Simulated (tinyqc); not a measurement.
Inside a calculation. Method: Pariser-Parr-Pople SCF with singles CI, for the molecule C=CC=CC=CC=C (SMILES; centres numbered as the heavy atoms are written). One step of it, computed by the program tinyqc.

Problem. Iteration 2: orbitals and new P. Diagonalise F (the basis is taken as orthonormal) and form P = 2 sum c c over the lowest orbitals.

F (eV), order 1C, 2C, 3C, 4C, 5C, 6C, 7C, 8C:
$$\begin{pmatrix}
-5.111830 & -4.371909 & 0.273679 & 0.699175 & 0.082563 & -0.202598 & -0.066903 & 0.149116 \\
-4.371909 & -5.530220 & -4.102943 & -0.272569 & 0.062537 & 0.100374 & 0.034985 & -0.066903 \\
0.273679 & -4.102943 & -6.596223 & -4.225660 & -0.248203 & 0.249708 & 0.100374 & -0.202598 \\
0.699175 & -0.272569 & -4.225660 & -7.192375 & -3.492508 & -0.248203 & 0.062537 & 0.082563 \\
0.082563 & 0.062537 & -0.248203 & -3.492508 & -7.192375 & -4.225660 & -0.272569 & 0.699175 \\
-0.202598 & 0.100374 & 0.249708 & -0.248203 & -4.225660 & -6.596223 & -4.102943 & 0.273679 \\
-0.066903 & 0.034985 & 0.100374 & 0.062537 & -0.272569 & -4.102943 & -5.530220 & -4.371909 \\
0.149116 & -0.066903 & -0.202598 & 0.082563 & 0.699175 & 0.273679 & -4.371909 & -5.111830
\end{pmatrix}$$

pi electrons, sum of z_r less the charge = 8

Give: orbital energies; P after iteration 2.

Solution.

orbital energies (eV): [-14.238, -12.370, -10.262, -8.232, -3.681, -1.729, 0.692, 0.959]

P after iteration 2, order 1C, 2C, 3C, 4C, 5C, 6C, 7C, 8C:
$$\begin{pmatrix}
0.935 & 0.850 & 0.023 & -0.428 & 0.009 & 0.228 & -0.016 & -0.191 \\
0.850 & 1.029 & 0.518 & -0.026 & -0.076 & 0.022 & 0.013 & -0.016 \\
0.023 & 0.518 & 0.986 & 0.776 & -0.026 & -0.275 & 0.022 & 0.228 \\
-0.428 & -0.026 & 0.776 & 1.049 & 0.453 & -0.026 & -0.076 & 0.009 \\
0.009 & -0.076 & -0.026 & 0.453 & 1.049 & 0.776 & -0.026 & -0.428 \\
0.228 & 0.022 & -0.275 & -0.026 & 0.776 & 0.986 & 0.518 & 0.023 \\
-0.016 & 0.013 & 0.022 & -0.076 & -0.026 & 0.518 & 1.029 & 0.850 \\
-0.191 & -0.016 & 0.228 & 0.009 & -0.428 & 0.023 & 0.850 & 0.935
\end{pmatrix}$$
